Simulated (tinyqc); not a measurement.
## Box-like doped layer, carriers, mobility and sheet resistance with incomplete ionisation: effect of the peak chemical concentration

A p-type layer from the surface x = 0 to the junction xj, N(x) = N0 for x < xb and N0 10^(-(x - xb)/Lt) beyond. Local neutrality (no depletion at surface or junction, no spilling of carriers), intrinsic carriers neglected, Boltzmann statistics.

xj = xb + Lt log10(N0/Nb). Active dopant A = min(N, Ns); p solves p (p + Nb)/(A - Nb - p) = K, K = (NB/gd) exp(-E/Vt), E = max(Ei - ks A^(1/3), 0), so p = 2 K (A - Nb)/[Nb + K + sqrt((Nb + K)^2 + 4 K (A - Nb))]; mobility mu = m1 + (m2 (T/300 K)^(-bt) - m1)/(1 + ((A + Nb)/Nr)^am). Dose = integral of N, carrier sheet density = integral of p, 1/Rs = q integral of p mu, mean mobility 1/(q Rs sheet density), Hall mobility (unit Hall factor) = integral of p mu^2 over integral of p mu, Hall sheet density = (integral of p mu)^2/integral of p mu^2; all from 0 to xj. Integrals on 4000 steps.

Values chosen for this exercise; values close to those of boron in silicon over an n-type background:
```
symbol,value,unit,meaning
T,300,K,temperature
Nb,1.2e14,cm^-3,background doping of the opposite type
m1,45.8,cm^2/(V s),mobility limit at high doping
m2,457,cm^2/(V s),"mobility limit at low doping, at 300 K"
Nr,2.25e17,cm^-3,reference doping of the mobility law
am,0.693,,exponent of the mobility law
bt,2.2,,temperature exponent of m2
Ns,2.04e20,cm^-3,solubility limit of active dopant
NB,2.7e19,cm^-3,valence-band density of states at T
Ei,0.0463,eV,ionisation energy in the dilute limit
gd,4,,degeneracy factor of the level
ks,6.7e-9,eV cm,lowering of Ei per N^(1/3)
xb,96,nm,depth of the flat top
Lt,30,nm/decade,abruptness of the tail
```

Constants: q = 1.602176634e-19 C, kB = 1.380649e-23 J/K, Vt = kB T/q. Results are converted to the units shown.

Effect of the peak chemical concentration:
columns A: N0 (cm^-3); B: xj (nm); C: dose (cm^-2); D: carriers (cm^-2); E: Rs (ohm/square); F: mean mobility (cm^2/(V s)); G: Rs xj (ohm nm); H: Hall/true sheet density
```
A           B         C         D        E      F        G       H
1.2e15  126.0  1.293e10  1.140e10  1.227e6  445.9  1.547e8   1.000
3.2e15  138.8  3.473e10  3.298e10  4.333e5  436.7  6.013e7   1.000
8.5e15  151.5  9.252e10  9.009e10  1.650e5  419.7  2.501e7  0.9998
2.3e16  164.5  2.506e11  2.443e11  6.557e4  389.6  1.078e7  0.9993
6e16    177.0  6.540e11  6.248e11  2.901e4  344.3  5.134e6  0.9976
1.6e17  189.7  1.744e12  1.577e12  1.400e4  282.7  2.656e6  0.9926
4.2e17  202.3  4.579e12  3.716e12     7759  216.4  1.570e6  0.9802
1.1e18  214.9  1.199e13  8.171e12     4836  158.0  1.039e6  0.9567
3e18    227.9  3.271e13  1.737e13     3175  113.1  7.237e5  0.9240
```

As N0 goes from 1.2e15 to 3e18, xj rises from 126 to 228 nm, Rs falls from 1.23e6 to 3170 ohm/square, the mean mobility falls from 446 to 113 cm^2/(V s) and the share of the dose that conducts goes from 88.2 through a maximum of 97.5 (at N0 = 2.3e16 among the rows listed) to 53.1 %. Rs goes as dose^(-1.05) at the low end and dose^(-0.42) at the high end; constant mobility and activation would give -1.

tinyqc, about 0.01 s, one thread, Intel Xeon 2.30GHz (shared host): `OMP_NUM_THREADS=1 python tinyqc.py 2110044 2110045 out.jsonl`
